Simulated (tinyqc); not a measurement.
Inside a calculation. Model: metal-interlayer-semiconductor contact, depinning against tunnelling resistance.

Program tinyqc, `OMP_NUM_THREADS=1 python tinyqc.py 2270075 2270076 out.jsonl`; Intel Xeon 2.30GHz, shared host, one thread, about 0.02 s. Printed values are rounded.

Zero bias, n-type semiconductor. Gap states at the semiconductor surface thin out as exp(-be ti), which unpins the barrier; electrons must then cross the interlayer (a rectangular barrier, no voltage drop across it) and the parabolic depleted layer, both by WKB. Energies E are counted from the Fermi level; no image force, parabolic bands.

Values chosen for this exercise; semiconductor values close to those of silicon; interlayer mass of the order of that in hafnium oxide, offset chosen freely: temperature T = 400 K; band gap Eg = 1.08 eV; relative permittivity eps_r = 12; electron affinity chi = 4.07 eV; conduction-band density of states at T Nc = 4.31e19 cm^-3; tunnelling mass in the semiconductor mt = 0.187 m0; Richardson mass mA = 2.13 m0; donor density Nd = 2.8e18 cm^-3; charge-neutrality level above the valence band E0 = 0.35 eV; pinning factor without interlayer S0 = 0.26; metal work function phiM = 4.45 eV; interlayer thickness ti = 0.6 nm; conduction-band offset of the interlayer above the semiconductor dE = 1.56 eV; tunnelling mass in the interlayer mi = 0.19 m0; decay constant of gap states through the interlayer be = 5.6 1/nm.

Constants: q = 1.602176634e-19 C, kB = 1.380649e-23 J/K, eps0 = 8.8541878128e-12 F/m, hbar = 1.054571817e-34 J s, h = 6.62607015e-34 J s, m0 = 9.1093837015e-31 kg, Vt = kB T/q, hbar^2/(2 m0) = 0.0380998212 eV nm^2. Results are converted to the units shown.

## Pinning, barrier and scales

S = 1/(1 + (1/S0 - 1) exp(-be ti)); phiB = S (phiM - chi) + (1 - S)(Eg - E0); xi = Ec - EF deep inside, from Nd = Nc F(-xi/Vt), F(x) = (2/sqrt(pi)) int_0^infinity sqrt(u) du/(1 + exp(u - x)); band bending U = phiB - xi; E00 = (hbar/2) sqrt(Nd/(eps0 eps_r mt m0)) in volts; A = 4 pi q mA m0 kB^2/h^3.

S = 0.910032
phiB = 0.411489 eV
xi = 0.0934448 eV
U = 0.318044 eV
E00 = 0.0207393 eV
A = 255.969 A/(cm^2 K^2)

The interlayer moves the barrier from 0.639 eV to 0.411 eV; the unpinned limit is phiM - chi = 0.380 eV. E00/Vt = 0.602: by the usual rule of thumb (0.5 to 5) thermionic-field emission.

## Exponents and integrand on an energy grid

E, point 0 to 12 (eV): 0.1  0.14167  0.18333  0.225  0.26667  0.30833  0.35  0.39167  0.43333  0.475  0.51667  0.55833  0.6

With U = phiB - xi: for xi < E < phiB, y = (E - xi)/U and G1 = (U/E00) [sqrt(1 - y) - y ln((1 + sqrt(1 - y))/sqrt(y))], G1 = 0 above phiB; G2 = 2 ti sqrt(mi max(phiB + dE - E, 0)/C), C = hbar^2/(2 m0); f = 1/(1 + exp(E/Vt)); integrand exp(-G1 - G2) f.

```
point	G1	G2	f	integrand (1e-7)
0	14.3455	3.66598	0.0520978	0.00784
1	10.4136	3.62494	0.0161424	0.12915
2	7.5912	3.58344	0.00487552	0.68381
3	5.3365	3.54144	0.00146046	2.03638
4	3.5034	3.49893	4.36432e-4	3.97066
5	2.0320	3.45592	1.30364e-4	5.39252
6	0.9058	3.41235	3.89204e-5	5.18587
7	0.1611	3.36822	1.16190e-5	3.40738
8	0.0000	3.32351	3.46961e-6	1.24997
9	0.0000	3.27818	1.03577e-6	0.39045
10	0.0000	3.23222	3.09203e-7	0.12204
11	0.0000	3.18561	9.23319e-8	0.03818
12	0.0000	3.13829	2.75634e-8	0.01195
```

## Contact resistivity

1/rho_c = (A T^2/Vt^2) I, with I the trapezoid sum of the integrand over the grid.

I = 9.42347e-8 eV
rho_c = 3.0786e-4 ohm cm^2

A fine grid from xi upwards gives rho_c = 3.076e-4 ohm cm^2; the coarse value is 0.087 % above it. The integrand peaks at E = 0.32 eV, and 8.7 % of the current flows above phiB. Tunnelling through the interlayer costs a factor of 31.3 at this barrier height; the bare contact (ti = 0) has rho_c = 0.00272 ohm cm^2, so with the interlayer rho_c is 89 % below that.
